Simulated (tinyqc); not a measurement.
# Changing the longitudinal mass m_l

Model: strain, valley repopulation and piezoresistance in a many-valley conduction band. Computed by tinyqc, a small Python program. Command: `OMP_NUM_THREADS=1 python tinyqc.py 3015452 3015453 out.jsonl valleys sweep`. One thread of a shared host (Intel(R) Xeon(R) Processor @ 2.30GHz), about 0.04 s of CPU time with the checks.

Valleys are ellipsoids with mass m_l along the axis a and m_t across it, parabolic, with one constant relaxation time; strain shifts the valleys and leaves the masses alone. Currents are taken along [110], along the load, and along [001], across the load.

Inputs (values chosen for the exercise, modelled on silicon): transverse mass m_t = 0.191 m_0; shear deformation potential Xi_u = 9.21 eV; dilation deformation potential Xi_d = 1.1 eV; C11 = 165 GPa; C12 = 64.3 GPa; C44 = 79.2 GPa; stress X (tension positive) = -130 MPa; electron density n = 2.6e+19 1/cm^3; relaxation time tau = 220 fs; temperature T = 350 K.

Valley axes: <100> (6 valleys in 3 pairs). Load: uniaxial [110].

Constants: k_B = 8.617333262e-05 eV/K; m_0 = 9.1093837015e-31 kg; k_B = 1.380649e-23 J/K; hbar = 1.054571817e-34 J s; e = 1.602176634e-19 C.

Method:
- Compliances S11 = (C11 + C12)/((C11 - C12)(C11 + 2 C12)), S12 = -C12/((C11 - C12)(C11 + 2 C12)), S44 = 1/C44; stress sigma_ij = X n_i n_j for the unit vector n of the load; e_xx = S11 sigma_xx + S12 (sigma_yy + sigma_zz), e_xy = S44 sigma_xy/2 (tensor strain).
- Herring-Vogt shift of a valley with unit axis a: dE = Xi_d tr(e) + Xi_u a.e.a.
- Each of the 6 valleys holds n_v = N_v (2/sqrt(pi)) F_1/2((E_F - dE_v)/(k_B T)), N_v = 2 (m_d k_B T/(2 pi hbar^2))^(3/2), m_d = (m_l m_t^2)^(1/3); E_F solves sum n_v = n and is counted from the unstrained edge.
- F_j(eta) = int_0^infinity x^j/(1 + exp(x - eta)) dx, without a gamma-function factor. It is evaluated after integrating by parts.
- Integrals over x = E/(k_B T) use 160 Gauss-Legendre points in u = sqrt(x) from 0 to sqrt(max(eta, 0) + 32).
- Mobility tensor mu = e tau sum_v (n_v/n) [1/m_t + (1/m_l - 1/m_t) a a^T]; unstrained mu_0 = e tau (1/m_l + 2/m_t)/3; resistivity along d from the inverse tensor, rho_d = d.mu^-1.d/(n e), mobility along d = 1/(d.mu^-1.d); gauge pi_d = (rho_d/rho_0 - 1)/X.

One run for each value; columns: (1) longitudinal mass m_l (m_0); (2) resistance change along the first direction (%); (3) resistance change along the second direction (%); (4) unstrained mobility mu_0 (cm^2/(V s)):
```
(1)     (2)     (3)   (4)
0.23  0.258  -0.511  1911
0.34  0.783  -1.531  1730
0.51  1.277  -2.460  1603
0.77  1.705  -3.245  1518
1.10  2.012  -3.795  1468
1.70  2.312  -4.324  1426
2.60  2.537  -4.716  1400
3.80  2.693  -4.983  1385
```

What does the table show, and why?

Over the rows, resistance change along the first direction (%) rises from 0.258 to 2.69 (exponent d ln y / d ln x 2.8 between the first rows and 0.16 between the last); resistance change along the second direction (%) falls from -0.511 to -4.98 (exponent d ln y / d ln x 2.8 between the first rows and 0.15 between the last); unstrained mobility mu_0 (cm^2/(V s)) falls from 1910 to 1380 (exponent d ln y / d ln x -0.26 between the first rows and -0.030 between the last). Repopulation acts only through the mass anisotropy, (m_l - m_t)/(2 m_l + m_t), which tends to 1/2.
